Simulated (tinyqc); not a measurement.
Empirical pseudopotential in a few plane waves, step by step. One step of it, computed by the program tinyqc.

Task: Bloch Hamiltonian at k. Basis: the 15 shortest G (labels in 2 pi/a), the same at every k. H(G,G') = c |k + G|^2 delta + VS(|G-G'|^2) cos((G-G').tau) + i VA sin((G-G').tau), tau = a/8 (1,1,1); 1 Ry = 13.605693 eV.

Parameters chosen for this model: fcc lattice, atoms at +/- a/8 (1,1,1); form factors in rydberg at |G|^2 in units of (2 pi/a)^2:
```
parameter                 value      unit
a                      6.400000  angstrom
VS(3)                 -0.194000        Ry
VS(8)                 -0.009000        Ry
VS(11)                 0.064000        Ry
VA(3)                  0.079000        Ry
VA(4)                  0.028000        Ry
VA(11)                 0.005000        Ry
hbar^2/2m (2 pi/a)^2   3.672169        eV
```

k point k (2 pi / a): 0.530000  0.500000  -0.100000

Give: H(k) at k.

Result:

H(k) at k (eV), lower triangle (Hermitian):
```
               +0+0+0         -1-1-1         -1-1+1         -1+1-1
+0+0+0          1.986
-1-1-1   1.866-0.760i          6.173
-1-1+1  -1.866-0.760i   0.000+0.381i          4.704
-1+1-1  -1.866-0.760i   0.000+0.381i         -0.122         13.517
-1+1+1  -1.866+0.760i          0.122   0.000+0.381i   0.000+0.381i
+1-1-1  -1.866-0.760i   0.000+0.381i         -0.122         -0.122
+1-1+1  -1.866+0.760i          0.122   0.000+0.381i          0.000
+1+1-1  -1.866+0.760i          0.122          0.000   0.000+0.381i
+1+1+1   1.866+0.760i          0.000          0.122          0.122
-2+0+0   0.000-0.381i  -1.866+0.760i  -1.866-0.760i  -1.866-0.760i
+0-2+0   0.000-0.381i  -1.866+0.760i  -1.866-0.760i   0.616-0.048i
+0+0-2   0.000-0.381i  -1.866+0.760i   0.616-0.048i  -1.866-0.760i
+0+0+2   0.000+0.381i  -0.616-0.048i   1.866+0.760i  -0.616+0.048i
+0+2+0   0.000+0.381i  -0.616-0.048i  -0.616+0.048i   1.866+0.760i
+2+0+0   0.000+0.381i  -0.616-0.048i  -0.616+0.048i  -0.616+0.048i

               -1+1+1         +1-1-1         +1-1+1         +1+1-1
-1+1+1         12.048
+1-1-1          0.000         13.958
+1-1+1         -0.122   0.000+0.381i         12.489
+1+1-1         -0.122   0.000+0.381i         -0.122         21.302
+1+1+1   0.000+0.381i          0.122   0.000+0.381i   0.000+0.381i
-2+0+0   1.866-0.760i   0.616-0.048i  -0.616-0.048i  -0.616-0.048i
+0-2+0  -0.616-0.048i  -1.866-0.760i   1.866-0.760i  -0.616-0.048i
+0+0-2  -0.616-0.048i  -1.866-0.760i  -0.616-0.048i   1.866-0.760i
+0+0+2  -1.866+0.760i  -0.616+0.048i  -1.866+0.760i   0.616+0.048i
+0+2+0  -1.866+0.760i  -0.616+0.048i   0.616+0.048i  -1.866+0.760i
+2+0+0   0.616+0.048i   1.866+0.760i  -1.866+0.760i  -1.866+0.760i

               +1+1+1  -2+0+0  +0-2+0  +0+0-2
+1+1+1         19.833
-2+0+0  -0.616+0.048i   8.890
+0-2+0  -0.616+0.048i  -0.122   9.331
+0+0-2  -0.616+0.048i  -0.122  -0.122  18.144
+0+0+2  -1.866-0.760i   0.122   0.122   0.000
+0+2+0  -1.866-0.760i   0.122   0.000   0.122
+2+0+0  -1.866-0.760i   0.000   0.122   0.122

        +0+0+2  +0+2+0  +2+0+0
+0+0+2  15.206
+0+2+0  -0.122  24.019
+2+0+0  -0.122  -0.122  24.460
```
